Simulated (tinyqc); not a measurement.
## Area and perimeter leakage from two diodes

Question. A square diode and a finger diode leak I = JA area + JP perimeter. Find JA, JP and the side of the square at which both parts are equal.

areas (um^2): [40000, 120000]
perimeters (um): [800, 25200]
leakage currents (pA): [1.976, 56.088000]

Solution. Two linear equations give JA and JP; for a square of side a, JA a^2 = 4 JP a at a = 4 JP/JA.

JA = 5.40e-10 A/cm^2
JP = 2.20e-11 A/cm
side for equal parts = 1.63e3 um

Program tinyqc, `OMP_NUM_THREADS=1 python tinyqc.py 2290030 2290031 out.jsonl`; Intel Xeon 2.30GHz, shared host, one thread, about 0.01 s.
